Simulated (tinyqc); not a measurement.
Nuclear against electronic stopping over energy: ion implantation: universal nuclear stopping, Lindhard-Scharff electronic stopping and a Gaussian range profile. Computed by tinyqc, a small Python program. Command: `OMP_NUM_THREADS=1 python tinyqc.py 3026313 3026314 out.jsonl implant walk`. One thread of a shared host (Intel(R) Xeon(R) Processor @ 2.30GHz), about 0.1 s of CPU time with the checks.

An ion slows by elastic collisions with screened nuclei and by friction with electrons; channelling is ignored and the target is uniform.

Inputs (values chosen for the exercise, modelled on silicon ions in silicon): ion atomic number Z1 = 14; ion mass M1 = 28 u; target atomic number Z2 = 14; target mass M2 = 28.09 u; target density N = 49.94 1/nm^3; scale factor of electronic stopping k = 0.95.

Method:
- Reduced energy eps = 32.53 M2 E/(Z1 Z2 (M1 + M2)(Z1^0.23 + Z2^0.23)), E in keV; s_n = ln(1 + 1.1383 eps)/(2 (eps + 0.01321 eps^0.21226 + 0.19593 eps^0.5)) for eps up to 30 and ln(eps)/(2 eps) above; S_n = 8.462 Z1 Z2 M1 s_n/((M1 + M2)(Z1^0.23 + Z2^0.23)) in 1e-15 eV cm^2.
- S_e = k 3.83 Z1^(7/6) Z2/(Z1^(2/3) + Z2^(2/3))^(3/2) sqrt(E/M1) in 1e-15 eV cm^2, E in keV.
- Path length R = int_0^E dE'/(N (S_n + S_e)); energy lost to nuclei nu = int_0^E S_n/(S_n + S_e) dE' (both with E' = E y^3 and 64 Gauss-Legendre points in y).

Stopping (1e-15 eV cm^2) and range:
```
E (keV)         eps     S_n     S_e  R (nm)     nu/E
1        2.2649e-02  49.467    5.28    6.80  0.91184
2        4.5299e-02  60.434    7.47   10.04  0.90414
5        1.1325e-01  72.948   11.81   17.80  0.88630
10       2.2649e-01  78.558   16.71   28.83  0.86406
20       4.5299e-01  78.703   23.63   48.96  0.82987
50       1.1325e+00  68.969   37.36  106.17  0.75496
100      2.2649e+00  55.838   52.84  199.35  0.66568
200      4.5299e+00  41.293   74.72  378.02  0.54602
500      1.1325e+01  24.722  118.15  843.85  0.36564
```

What does the comparison show, and why?

Nuclear stopping peaks near 20 keV among these rows (eps = 0.45; the universal curve peaks near 0.3). Electronic stopping overtakes it between 100 and 200 keV. The path length grows as E^0.56 at the low end and E^0.88 at the high end; constant stopping would give E^1, and stopping that rises with E, be it nuclear (below its peak) or electronic, gives a lower exponent.

Extremes, crossings and ranges named in words are read from the listed rows.
